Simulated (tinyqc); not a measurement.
Inputs raised by 5 %, one at a time: bottom-up copper filling of a trench by curvature-enhanced accelerator coverage. Computed by tinyqc, a small Python program. Command: `OMP_NUM_THREADS=1 python tinyqc.py 3030783 3030784 out.jsonl superfill sens`. One thread of a shared host (Intel(R) Xeon(R) Processor @ 2.30GHz), about 0.1 s of CPU time with the checks.

A rectangular trench keeps vertical walls and a flat floor. An accelerator floats on the surface; where area is lost in the corners it is passed on to the floor.

Inputs (values chosen for the exercise, close to those used for damascene copper plating):
```
quantity                                           value     unit
trench width w                                       320       nm
aspect ratio h/w                                     2.7        -
exchange current of the suppressed surface i_0     0.029  mA/cm^2
exchange current of the accelerated surface i_1        3  mA/cm^2
transfer coefficient alpha                          0.43        -
overpotential eta                                   0.14        V
starting coverage theta_0                         0.0093        -
adsorption rate k_a                              0.00011      1/s
cupric ion concentration C                           0.3    mol/l
diffusivity D                                      5e-06   cm^2/s
boundary layer delta                                  79       um
temperature T                                        298        K
```

Constants: e = 1.602176634e-19 C; N_A = 6.02214076e+23 1/mol; k_B = 8.617333262e-05 eV/K.

Method. Kinetic current i_k = [i_0 (1 - theta) + i_1 theta] exp(alpha eta/(k_B T)), limit i_L = 2 F D C/delta, i = 1/(1/i_k + 1/i_L); velocity v = i Omega/(2F), Omega = 7.11 cm^3/mol, F = e N_A. Depletion inside the trench is ignored. Half width x, floor height y, depth h = aspect ratio x w. dx/dt = -v_s, dy/dt = v_b. d theta_b/dt = k_a (1 - theta_b) + [theta_s v_b + theta_b v_s]/x: the floor takes the accelerator of the wall it covers and keeps its own as it narrows. d theta_s/dt = k_a (1 - theta_s). theta_b is capped at 1. Integrate (tolerance 1e-9) until the walls meet (x = 0.02 w/2) or the floor passes the original mouth y = h. Start: x = w/2, y = 0, theta_b = theta_s = theta_0. Height filled = y/h, opening left = x/(w/2).

Runs; columns: (1) input moved; (2) from; (3) to; (4) time at the end (s); (5) opening left, as a share of w; (6) ratio v(1)/v(theta_0); (7) share of the height filled from the floor:
```
(1)                                                           (2)       (3)     (4)   (5)     (6)      (7)
base run                                                        -         -  366.83  0.02  29.040  0.65625
aspect ratio h/w                                              2.7     2.835  366.83  0.02  29.040  0.62500
exchange current of the suppressed surface i_0 (mA/cm^2)    0.029   0.03045  363.91  0.02  28.333  0.65119
exchange current of the accelerated surface i_1 (mA/cm^2)       3      3.15  358.11  0.02  29.100  0.65754
overpotential eta (V)                                        0.14     0.147  339.72  0.02  27.521  0.64719
starting coverage theta_0                                  0.0093  0.009765  364.02  0.02  28.359  0.65738
boundary layer delta (um)                                      79     82.95  367.26  0.02  28.409  0.64801
cupric ion concentration C (mol/l)                            0.3     0.315  366.43  0.02  29.668  0.66442
```

Exponents ln(y'/y) / ln(x'/x); columns: (1) input; (2) time at the end; (3) opening left, as a share of w; (4) ratio v(1)/v(theta_0); (5) share of the height filled from the floor:
```
(1)                                                 (2)  (3)     (4)     (5)
aspect ratio h/w                                  0.000    0   0.000  -1.000
exchange current of the suppressed surface i_0   -0.164    0  -0.505  -0.158
exchange current of the accelerated surface i_1  -0.493    0   0.043   0.040
overpotential eta                                -1.574    0  -1.101  -0.285
starting coverage theta_0                        -0.158    0  -0.486   0.035
boundary layer delta                              0.024    0  -0.450  -0.259
cupric ion concentration C                       -0.023    0   0.439   0.254
```

Among the inputs moved here: time at the end answers most in size to overpotential eta (exponent -1.574), next to exchange current of the accelerated surface i_1 (-0.493); its exponent is below 0.0005 for aspect ratio h/w. Opening left, as a share of w hardly depends on these (all exponents below 0.005). Ratio v(1)/v(theta_0) answers most in size to overpotential eta (exponent -1.101), next to exchange current of the suppressed surface i_0 (-0.505); its exponent is below 0.0005 for aspect ratio h/w. Share of the height filled from the floor answers most in size to aspect ratio h/w (exponent -1.000), next to overpotential eta (-0.285).

Caution (all rows): real profiles develop slanted corners, and accelerator is consumed; both are left out.
